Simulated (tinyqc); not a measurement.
Thermoelectric coefficients of a parabolic band, Landauer integrals: one step of the calculation.

Bulk parabolic band, x = (E - Ec)/kB T, C = hbar^2/(2 m0), kB T in eV. Modes per area gv m kB T x/(4 pi C) times the back-scattering length l0 x^rr give the transport function s0 X(x), s0 = (2 q^2/h) gv m kB T l0/(4 pi C), X = x^(1 + rr). I_k = int X (x - eta)^k w dx, w = 1/(4 cosh^2((x - eta)/2)).

Task. The three integrals on a coarse grid. Simpson's rule on nE equally spaced points from xa to xe.

Parameters, values chosen for the exercise: energy exponent of that length rr = 2; reduced Fermi level (EF - Ec)/kB T eta = 2.1; lower end of the grid xa = 0; upper end of the grid xe = 12; points of the grid nE = 17.

Give: x; X; w; X w; I_0, I_1, I_2 on this grid.

Result.

```
point	x	X	w	X w
0	0.00	0	0.09719	0
1	0.75	0.4219	0.1635	0.06897
2	1.50	3.375	0.2288	0.7721
3	2.25	11.39	0.2486	2.832
4	3.00	27.00	0.2055	5.549
5	3.75	52.73	0.1352	7.127
6	4.50	91.12	0.07625	6.949
7	5.25	144.7	0.03940	5.702
8	6.00	216.0	0.01945	4.200
9	6.75	307.5	0.009381	2.885
10	7.50	421.9	0.004476	1.888
11	8.25	561.5	0.002124	1.193
12	9.00	729.0	0.001006	0.7332
13	9.75	926.9	4.756e-4	0.4408
14	10.50	1158	2.248e-4	0.2602
15	11.25	1424	1.062e-4	0.1512
16	12.00	1728	5.017e-5	0.08669
```

I_0, I_1, I_2 on this grid: 30.60  83.29  332.8

Range of the model: Parabolic bands, elastic scattering and a fixed kL make these model figures, not those of a material.

Program tinyqc, `OMP_NUM_THREADS=1 python tinyqc.py 2800012 2800013 out.jsonl`; Intel Xeon 2.30GHz, shared host, one thread, about 0.1 s.
